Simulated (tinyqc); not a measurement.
Worked calculation: sp3 tight binding, zinc-blende lattice. One step of it, computed by the program tinyqc.

Problem. Levels at k. Diagonalise the Hermitian matrix.

H(k) at k (eV), lower triangle (Hermitian):
```
                     a s                a px                a py                a pz
a s           -12.290000
a px            0.000000           -6.360000
a py            0.000000            0.000000           -6.360000
a pz            0.000000            0.000000            0.000000           -6.360000
c s            -1.851325           -3.760347  0.000000+3.211640i  0.000000-1.842175i
c px            3.760347            0.691161  0.000000+2.283230i  0.000000-3.980572i
c py  0.000000-3.211640i  0.000000+2.283230i            0.691161            4.660651
c pz  0.000000+1.842175i  0.000000-3.980572i            4.660651            0.691161

             c s       c px       c py       c pz
c s   -12.290000
c px    0.000000  -6.360000
c py    0.000000   0.000000  -6.360000
c pz    0.000000   0.000000   0.000000  -6.360000
```

Give: eigenvalues; weights |c|^2 of the basis functions.

Solution.

eigenvalues (eV): -16.5265  -14.8212  -13.3233  -12.0025  -4.1765  -2.0458  -0.6345  0.7903

weights |c|^2 of the basis functions:
```
      band 1  band 2  band 3  band 4  band 5  band 6  band 7  band 8
a s   0.4055  0.2934  0.0160  0.0033  0.1998  0.0751  0.0034  0.0035
a px  0.0172  0.1260  0.2075  0.0148  0.2161  0.2137  0.0616  0.1431
a py  0.0523  0.0493  0.1098  0.2169  0.0760  0.2076  0.1303  0.1579
a pz  0.0250  0.0314  0.1667  0.2651  0.0081  0.0037  0.3046  0.1955
c s   0.4055  0.2934  0.0160  0.0033  0.1998  0.0751  0.0034  0.0035
c px  0.0172  0.1260  0.2075  0.0148  0.2161  0.2137  0.0616  0.1431
c py  0.0523  0.0493  0.1098  0.2169  0.0760  0.2076  0.1303  0.1579
c pz  0.0250  0.0314  0.1667  0.2651  0.0081  0.0037  0.3046  0.1955
```
